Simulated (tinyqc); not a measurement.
Ionisation potential and affinity of a slab from the planar-averaged potential: one step. The potential line-up.

Inputs chosen for the exercise (out of a larger set: gap near that of Si; not measured data): h = 0.35 angstrom (grid step).

macroscopic average (eV): [-3.53285, -4.50080, -5.35527, -6.04090, -6.54566, -6.86739, -7.03060, -7.09389, -7.11317, -7.11879, -7.12148, -7.12368, -7.12580, -7.12790, -7.13000, -7.13210, -7.13420, -7.13628, -7.13828, -7.13979, -7.13837, -7.12329, -7.06420, -6.90510, -6.58792, -6.08804, -5.40669, -4.55562, -3.59000, -2.62381, -1.77109, -1.08722, -0.58416, -0.26331, -0.10024, -0.03709, -0.01795, -0.01247, -0.00992, -0.00786, -0.00588, -0.00392, -0.00196, 0.00000, 0.00196, 0.00392, 0.00588, 0.00782, 0.00968, 0.01111, 0.01042, -0.00318, -0.06080, -0.21842, -0.53412, -1.03257, -1.71339, -2.56547]

Task: Read the macroscopic average in the middle of each region, j = 14 and j = 43, and its slope in A by a central difference over two points each way.

Give: plateau in A; plateau in vacuum; dV = vacuum - A; slope in A.

Result:

plateau in A = -7.130 eV
plateau in vacuum = 0.000 eV
dV = vacuum - A = 7.130 eV
slope in A = -0.006 eV/angstrom

The average is tilted: the interfaces carry opposite charges, and the potential changes by -0.06 eV across A and by as much the other way across vacuum. Reading both regions at their mid-points (to within half a grid step), or extrapolating both lines to one interface, removes the tilt from dV.

tinyqc: `OMP_NUM_THREADS=1 python tinyqc.py 1851166 1851167 out.jsonl`; about 0.01 s, one thread, shared Intel(R) Xeon(R) Processor @ 2.30GHz.
